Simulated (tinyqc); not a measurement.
From results back to parameters: round or elliptic silicon nanowire with anisotropic valleys (Ritz method). Five cases, with inputs chosen for the exercise.

Problem. For a circular wire every level scales as 1/R^2. The lowest level of group A was computed from a hidden radius.

Wire along x = [110] on a (001) wafer, y = [-110], z = [001]. Valley groups (w = inverse masses): A, two valleys along z: w_y = 1/mt, w_z = 1/ml, m_x = mt; B, four valleys in the wafer plane: w_y = (1/ml + 1/mt)/2, w_z = 1/mt, m_x = (ml + mt)/2.

Hard wall on the ellipse (y/a)^2 + (z/b)^2 = 1, c = hbar^2/2m0. With u = y/a, v = z/b the operator is -c [(w_y/a^2) d2/du2 + (w_z/b^2) d2/dv2] on the unit disc. Basis (1 - u^2 - v^2) u^i v^j; S, X and Y are the disc integrals of f f', (df/du)(df'/du) and (df/dv)(df'/dv), from the integral of u^p v^q = 2 Gamma((p+1)/2) Gamma((q+1)/2)/((p + q + 2) Gamma((p+q+2)/2)) for even p, q; H = c (w_y X/a^2 + w_z Y/b^2).

Converged values use 21 functions of each parity class (e or o in u, then in v).

Constants: hbar^2/2m0 = 3.80998211 eV angstrom^2.

Case 1.

Values chosen (out of a larger set: near those of a Si nanowire; not measured data): ml = 0.927 m0 (longitudinal mass); mt = 0.187 m0 (transverse mass).

level = 0.043470 eV

Case 2.

Values chosen (out of a larger set: near those of a Si nanowire; not measured data): ml = 0.925 m0 (longitudinal mass); mt = 0.193 m0 (transverse mass).

level = 0.044594 eV

Case 3.

Values chosen (out of a larger set: near those of a Si nanowire; not measured data): ml = 0.905 m0 (longitudinal mass); mt = 0.187 m0 (transverse mass).

level = 0.089123 eV

Case 4.

Values chosen (out of a larger set: near those of a Si nanowire; not measured data): ml = 0.912 m0 (longitudinal mass); mt = 0.19 m0 (transverse mass).

level = 0.238334 eV

Case 5.

Values chosen (out of a larger set: near those of a Si nanowire; not measured data): ml = 0.919 m0 (longitudinal mass); mt = 0.19 m0 (transverse mass).

level = 0.076418 eV

Find: E R^2/c; R.

Solution.

Case 1.

E R^2/c = 18.255
R = 40.0 angstrom

Solve once for R = 1 and scale. The mean inverse mass would give 2.404826^2 (1/mt + 1/ml)/2 = 18.582, 1.8 % too high.

Case 2.

E R^2/c = 17.803
R = 39.0 angstrom

Solve once for R = 1 and scale. The mean inverse mass would give 2.404826^2 (1/mt + 1/ml)/2 = 18.108, 1.7 % too high.

Case 3.

E R^2/c = 18.339
R = 28.0 angstrom

Solve once for R = 1 and scale. The mean inverse mass would give 2.404826^2 (1/mt + 1/ml)/2 = 18.658, 1.7 % too high.

Case 4.

E R^2/c = 18.078
R = 17.0 angstrom

Solve once for R = 1 and scale. The mean inverse mass would give 2.404826^2 (1/mt + 1/ml)/2 = 18.390, 1.7 % too high.

Case 5.

E R^2/c = 18.052
R = 30.0 angstrom

Solve once for R = 1 and scale. The mean inverse mass would give 2.404826^2 (1/mt + 1/ml)/2 = 18.365, 1.7 % too high.

Computed by tinyqc, one run a case: `OMP_NUM_THREADS=1 python tinyqc.py N N+1 out.jsonl` with N = 1251403, 1251411, 1251415, 1251432, 1251436; one thread of a shared Intel(R) Xeon(R) Processor @ 2.30GHz, about 0.04 s a run at most.
